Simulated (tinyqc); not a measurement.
Hole mobility in a silicon inversion layer, empirical terms and Matthiessen rule: one step of the calculation.

Inversion layer of sheet density Ns on a uniformly doped body, under a high-permittivity gate with an interlayer. The mobility terms are empirical power laws with prefactors chosen for the exercise; adding their inverses (Matthiessen) is itself an approximation.

Task. Split C-V extraction. Q(Vg) is the trapezoid sum of Cgc from the first point (where Q is taken as 0); mu_eff = I/((W/L) Q Vd); mu_FE = (dI/dVg)/((W/L) Cox Vd) with a backward difference. Listed from point 4 on.

Inputs (values chosen for the exercise); material values close to those of silicon:
```
symbol  value     unit           meaning
Cox      0.55  uF/cm^2  gate capacitance
WL          1                  ratio W/L
Vd       0.05        V     drain voltage
```

Vg, point 0 to 12 (V): [0.1, 0.2, 0.3, 0.4, 0.5, 0.6, 0.7, 0.8, 0.9, 1, 1.1, 1.2, 1.3]
Cgc, point 0 to 12 (uF/cm^2): [8.2782770e-5, 0.0015520196, 0.027780130, 0.275, 0.52221987, 0.54844798, 0.54991722, 0.54999560, 0.54999977, 0.54999999, 0.55000000, 0.55000000, 0.55]
I, point 0 to 12 (uA): [1.3600378e-10, 4.7923935e-8, 1.6071172e-5, 0.0027608475, 0.044841476, 0.14959288, 0.29461952, 0.46522734, 0.65290818, 0.85220252, 1.0594329, 1.2720407, 1.4882003]

Wanted: Q; mu_eff; mu_FE.

Result.

Q, point 4 to 12 (uC/cm^2): [0.05655, 0.1101, 0.1650, 0.2200, 0.2750, 0.3300, 0.3850, 0.4400, 0.4950]
mu_eff, point 4 to 12 (cm^2/(V s)): [15.86, 27.18, 35.71, 42.29, 47.49, 51.65, 55.04, 57.82, 60.13]
mu_FE, point 4 to 12 (cm^2/(V s)): [15.30, 38.09, 52.74, 62.04, 68.25, 72.47, 75.36, 77.31, 78.60]

At the last point mu_FE is 31 % above mu_eff.

tinyqc, about 0.01 s, one thread, Intel Xeon 2.30GHz (shared host): `OMP_NUM_THREADS=1 python tinyqc.py 2510086 2510087 out.jsonl`
